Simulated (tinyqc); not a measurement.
# Carrier lifetime of an n-type layer with SRH, radiative, Auger and surface recombination, step by step

Computed by the program tinyqc: `OMP_NUM_THREADS=1 python tinyqc.py 2300006 2300007 out.jsonl`, one thread of a shared Intel Xeon 2.30GHz, about 0.01 s for the whole run. Printed values are rounded.

Uniform excess density dn = dp (no trapping), n = n0 + dn, p = p0 + dn, Boltzmann statistics, full ionisation. Surfaces enter as a rate 2 S dn/d, which holds while diffusion to them is fast.

Inputs (values chosen for the exercise); band and dielectric values close to those of 4H silicon carbide:
```
symbol,value,unit,meaning
T,300,K,temperature
Eg,3.27,eV,band gap
Nc,1.73e19,cm^-3,conduction-band density of states at T
Nv,2.54e19,cm^-3,valence-band density of states at T
B,1.52e-12,cm^3/s,radiative coefficient
N,3.9e14,cm^-3,donor density
Cn,4.8e-31,cm^6/s,Auger coefficient (two electrons)
Cp,2.7e-31,cm^6/s,Auger coefficient (two holes)
Nt,1.7e13,cm^-3,trap density
sn,2e-17,cm^2,capture cross-section for electrons
sp,2e-16,cm^2,capture cross-section for holes
vth,1e7,cm/s,thermal velocity (both carriers)
Et,1.73,eV,trap level below the conduction band
S,100,cm/s,surface recombination velocity (both faces)
d,20,um,sample thickness
G,1.5e18,cm^-3 s^-1,generation rate
```

Constants: q = 1.602176634e-19 C, kB = 1.380649e-23 J/K, Vt = kB T/q. Results are converted to the units shown.

## Equilibrium densities and SRH constants

ni = sqrt(Nc Nv) exp(-Eg/(2 Vt)), Eg in volts; majority density N/2 + sqrt(N^2/4 + ni^2), n0 p0 = ni^2; n1 = Nc exp(-Et/Vt), p1 = Nv exp((Et - Eg)/Vt); tn0 = 1/(sn vth Nt), tp0 = 1/(sp vth Nt).

ni = 7.15565e-9 cm^-3
n0 = 3.9e14 cm^-3
p0 = 1.31290e-31 cm^-3
n1 = 1.49736e-10 cm^-3
p1 = 3.41958e-7 cm^-3
tn0 = 2.94118e-4 s
tp0 = 2.94118e-5 s

## Starting value

dn = 2e12 cm^-3.

dn at the start = 2e12 cm^-3

## Iteration 1: new dn

With e = n p - ni^2 = dn (n0 + p0 + dn): U_SRH = e/(tp0 (n + n1) + tn0 (p + p1)), U_rad = B e, U_Aug = (Cn n + Cp p) e, U_s = 2 S dn/d. Newton step on ln U(ln dn) = ln G, U the sum: k = d ln U/d ln dn (central difference over factors 1.0001), dn(new) = dn (G/U)^(1/k).

U_SRH = 6.46990e16 cm^-3 s^-1
U_rad = 1.19168e15 cm^-3 s^-1
U_Aug = 1.47941e11 cm^-3 s^-1
U_s = 2e17 cm^-3 s^-1
k = 0.988271
dn after iteration 1 = 1.15169e13 cm^-3

## Iteration 2: new dn

As before.

U_SRH = 3.04293e17 cm^-3 s^-1
U_rad = 7.02883e15 cm^-3 s^-1
U_Aug = 9.05598e11 cm^-3 s^-1
U_s = 1.15169e18 cm^-3 s^-1
k = 0.955107
dn after iteration 2 = 1.18219e13 cm^-3

## Course of the iteration

Stop when the step is below 1e-10 of the value, or after 40 iterations.

Course of the iteration:
```
iteration  dn before the step (cm^-3)  step (cm^-3)
1                                2e12       9.52e12
2                          1.15169e13       3.05e11
3                          1.18219e13        1.05e8
4                          1.18220e13          12.1
```

Converged in 4 iterations.

## Lifetime, shares and quasi-Fermi splitting

converged dn = 1.18220e13 cm^-3

With e = n p - ni^2 = dn (n0 + p0 + dn): U_SRH = e/(tp0 (n + n1) + tn0 (p + p1)), U_rad = B e, U_Aug = (Cn n + Cp p) e, U_s = 2 S dn/d. tau = dn/U, shares of U, splitting Vt ln(n p/ni^2), radiative efficiency U_rad/U.

tau = 7.88136e-6 s
shares (%): SRH 20.7050, radiative 0.4814, Auger 0.0001, surface 78.8136
quasi-Fermi splitting = 2.61722 V

Surface recombination takes the largest share. dn is 0.030 times the doping: low injection.
